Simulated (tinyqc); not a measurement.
Deep trap from a strong local potential in a two-band host (Koster-Slater model with semi-elliptic bands): one step, computed by the program tinyqc.

The valence band spans -2 W_v to 0 and the conduction band E_g to E_g + 2 W_c. The orbital at the impurity site has weight f_v in the valence band and 1 - f_v in the conduction band, each spread as a semi-ellipse (2/(pi W^2)) sqrt(W^2 - x^2) about the band centre. The impurity adds U to this orbital. Spin is left out.

Problem. Levels of the small matrix. Diagonalise H (2n rows). The trap level, between the highest valence and the lowest conduction e_k, is number n + 1 from below for an attractive impurity and number n for a repulsive one.

Impurity: attractive, donor-like.

H (eV):
```
          1         2         3         4         5         6         7         8
1  -1.92316  -2.15378  -2.15378  -1.33111  -1.17990  -1.90912  -1.90912  -1.17990
2  -2.15378  -5.62694  -3.48489  -2.15378  -1.90912  -3.08903  -3.08903  -1.90912
3  -2.15378  -3.48489  -7.54284  -2.15378  -1.90912  -3.08903  -3.08903  -1.90912
4  -1.33111  -2.15378  -2.15378  -6.93906  -1.17990  -1.90912  -1.90912  -1.17990
5  -1.17990  -1.90912  -1.90912  -1.17990  10.71011  -1.69226  -1.69226  -1.04587
6  -1.90912  -3.08903  -3.08903  -1.90912  -1.69226   6.46786  -2.73813  -1.69226
7  -1.90912  -3.08903  -3.08903  -1.90912  -1.69226  -2.73813   3.31589  -1.69226
8  -1.17990  -1.90912  -1.90912  -1.17990  -1.04587  -1.69226  -1.69226   2.45814
```

Give: levels; trap level of the matrix.

Solution.

levels (eV): -17.19  -5.27  -3.07  -0.91  2.76  4.84  8.29  11.46

trap level of the matrix = 2.760 eV
